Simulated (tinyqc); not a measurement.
Two-step dopant diffusion (predeposition and drive-in) with a constant diffusivity: one step, computed by the program tinyqc.

Fick diffusion into a half space x > 0 whose background doping C_B is of the opposite type, so that a junction lies where C = C_B.

Question. Drive-in as a Gaussian. With a sealed surface and a thin source, C = Q/sqrt(pi (Dt)2) exp(-x^2/(4 (Dt)2)); x_j = 2 sqrt((Dt)2 ln(C(0)/C_B)); gradient at the junction |dC/dx| = C_B x_j/(2 (Dt)2).

Inputs (values chosen for the exercise, modelled on arsenic in silicon):
```
quantity                        value    unit
surface concentration C_s     9.4e+19  1/cm^3
background doping C_B         7.2e+14  1/cm^3
predeposition temperature T1      850       C
drive-in temperature T2          1025       C
```

dose Q = 1.538707e+13 1/cm^2

drive-in budget (Dt)2 = 2.151423e-11 cm^2

Give: surface concentration C(0) (Gaussian); junction depth x_j; gradient at the junction.

Answer.

surface concentration C(0) (Gaussian) = 1.872e+18 1/cm^3

junction depth x_j = 0.2601 um

gradient at the junction = 4.353e+20 1/cm^4

Caution: C_s exceeds the intrinsic carrier density of silicon at the predeposition temperature (2e18 to 1e19 per cm^3), where real diffusivities rise with concentration and profiles turn box-like.
